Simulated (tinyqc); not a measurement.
MOS inversion layer, Poisson-Schroedinger loop: one step of the calculation.

Electrons confined at an insulator interface at z = 0, treated as a hard wall; parabolic valleys, Hartree approximation, no image or exchange terms. The depletion charge lies far deeper than the electrons and gives a uniform field q Nd/(eps0 eps_r); the gate balances all charge. Energies are counted from the band edge at the interface.

Question. Density, output potential and mixing. n_i = sum_k N_k |psi_k|^2 (converted to cm^-3). Hartree part by Gauss: on the interval before node i the electrons still beyond are S_i = Ns - hz sum_(j<i) n_j, and U_i = U_(i-1) + q S_i hz/(eps0 eps_r) in eV, U_0 = 0 at the interface. Mixing: U(new) = U + a (U(out) - U).

Values chosen for this exercise; masses and permittivity close to those of In0.53Ga0.47As:
```
symbol   value   unit                     meaning
eps_r     13.9              relative permittivity
Ns      1.8e12  cm^-2  sheet density of electrons
a          0.7                      mixing factor
```

Constants: q = 1.602176634e-19 C, eps0 = 8.8541878128e-14 F/cm where lengths are in cm. Results are converted to the units shown.

```
node,z (nm),self-consistent potential U at the start (eV),|psi|^2 of A1 (1/nm),|psi|^2 of A2 (1/nm)
1,1.5,0,0.02456907,0.02375039
2,3,0,0.07721820,0.05895117
3,4.5,0,0.12013834,0.05653815
4,6,0,0.13201519,0.02254774
5,7.5,0,0.11531187,0.00026154
6,9,0,0.08472129,0.01492910
7,10.5,0,0.05409428,0.05393479
8,12,0,0.03065706,0.08848003
9,13.5,0,0.01565169,0.10031190
10,15,0,0.00727795,0.08956531
11,16.5,0,0.00310851,0.06691822
12,18,0,0.00122778,0.04329376
13,19.5,0,0.00045089,0.02478133
14,21,0,0.00015462,0.01272730
15,22.5,0,0.00004965,0.00591272
16,24,0,0.00001492,0.00248589
17,25.5,0,0.00000415,0.00093074
18,27,0,0.00000101,0.00029025
19,28.5,0,0.00000017,0.00005633
```

N_k (cm^-2): A1 1.5130700e12, A2 2.8692997e11

Find: n; U(out); U after round 1.

Answer.

```
node,n (1e18 cm^-3),U(out) (eV),U after round 1 (eV)
1,0.440,0.0351,0.0246
2,1.338,0.0690,0.0483
3,1.980,0.0990,0.0693
4,2.062,0.1231,0.0862
5,1.745,0.1412,0.0988
6,1.325,0.1542,0.1079
7,0.973,0.1633,0.1143
8,0.718,0.1696,0.1187
9,0.525,0.1737,0.1216
10,0.367,0.1763,0.1234
11,0.239,0.1779,0.1245
12,0.143,0.1787,0.1251
13,0.078,0.1792,0.1254
14,0.039,0.1793,0.1255
15,0.018,0.1794,0.1256
16,0.007,0.1795,0.1256
17,0.003,0.1795,0.1256
18,0.001,0.1795,0.1256
19,0.000,0.1795,0.1256
```

Computed by the program tinyqc: `OMP_NUM_THREADS=1 python tinyqc.py 2160148 2160149 out.jsonl`, one thread of a shared Intel Xeon 2.30GHz, about 0.5 s for the whole run.
